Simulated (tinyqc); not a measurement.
From one set of inputs to another, one input at a time: longitudinal sound in a periodic multilayer: transfer matrices, stop bands and folded phonons. Computed by tinyqc, a small Python program. Command: `OMP_NUM_THREADS=1 python tinyqc.py 3027016 3027017 out.jsonl multilayer ladder`. One thread of a shared host (Intel(R) Xeon(R) Processor @ 2.30GHz), about 0.01 s of CPU time with the checks.

Layers 1 and 2 repeat with period d = d_1 + d_2; waves travel normal to the layers, without loss. State vector (u, s): displacement u and stress divided by omega. Impedances Z = rho v are in 1e6 kg/(m^2 s).

The inputs printed are set A. Set A is modelled on silica (layer 1), silicon nitride (layer 2) and silica (substrate); the values taken over come from a set modelled on silica (layer 1), hafnia (layer 2) and silicon (substrate). Inputs not listed in the table keep their values of set A, so the rows need not describe a real material.

Inputs (values chosen for the exercise, modelled on silica (layer 1), silicon nitride (layer 2) and silica (substrate)): density rho_1 = 2.22 g/cm^3; velocity v_1 = 5890 m/s; thickness d_1 = 461 nm; density rho_2 = 3.04 g/cm^3; velocity v_2 = 9830 m/s; thickness d_2 = 772 nm; substrate density = 2.16 g/cm^3; substrate velocity = 6060 m/s; periods N = 2.

Method:
- Z = rho v; interface reflection r = (Z_2 - Z_1)/(Z_2 + Z_1) (stress amplitude, from 1 into 2); Bragg frequency f_B = 1/[2 (d_1/v_1 + d_2/v_2)]; long-wave velocity v_eff = d/sqrt[(d_1/v_1)^2 + (d_2/v_2)^2 + (Z_1/Z_2 + Z_2/Z_1)(d_1/v_1)(d_2/v_2)].
- A layer maps (u, s) by [[cos p, sin p/Z], [-Z sin p, cos p]], p = 2 pi f d_i/v_i; one period is M = M_2 M_1, and cos(q d) = trace(M)/2.
- For N periods A = M^N. A wave comes from a thick layer of material 1 and leaves into the substrate (Z_s): transmitted power T = 4 Z_1 Z_s/|Z_1 A_22 + Z_s A_11 - i (Z_1 Z_s A_12 - A_21)|^2, reflected power R = 1 - T.
- Gap m contains m f_B; its edges, where trace(M)/2 = (-1)^m, are found by root search. Weak-contrast estimate of the width: (4 f_B/pi) |r sin(m pi a)|, a = (d_1/v_1)/(d_1/v_1 + d_2/v_2).

Each row keeps all changes above it:
```
input moved                 from    to  width/f_B (%)  transmitted power at f_B  long-wave velocity v_eff (m/s)
set A                          -     -          51.18                    0.1366                            7237
substrate density (g/cm^3)  2.16  2.28          51.18                    0.1436                            7237
thickness d_1 (nm)           461  10.6           4.07                    0.9834                            9666
density rho_1 (g/cm^3)      2.22  2.18           4.17                    0.9823                            9662
velocity v_1 (m/s)          5890  6010           3.98                    0.9841                            9672
thickness d_2 (nm)           772  9.77          45.87                    0.1848                            6841
velocity v_2 (m/s)          9830  5560          16.17                    0.7988                            5739
density rho_2 (g/cm^3)      3.04  9.65          83.13                    0.0149                            4596
```

Which inputs carry the difference?

width/f_B goes from 51.2 to 83.1, a factor 1.62 in all. The largest single move comes from thickness d_1 (a factor 0.0795), but it runs against the net change; the largest move in the direction of the net change is thickness d_2 (a factor 11.5). Transmitted power at f_B goes from 0.137 to 0.0149, a factor 0.109 in all. The largest single move comes from density rho_2 (a factor 0.0186), and thickness d_1 works against it (a factor 6.85). Long-wave velocity v_eff goes from 7240 to 4600, a factor 0.635 in all. The largest single move comes from thickness d_2 (a factor 0.707), and thickness d_1 works against it (a factor 1.34). The single moves hold for this order of the switches; the total does not depend on the order.

Extremes, crossings and ranges named in words are read from the listed rows.
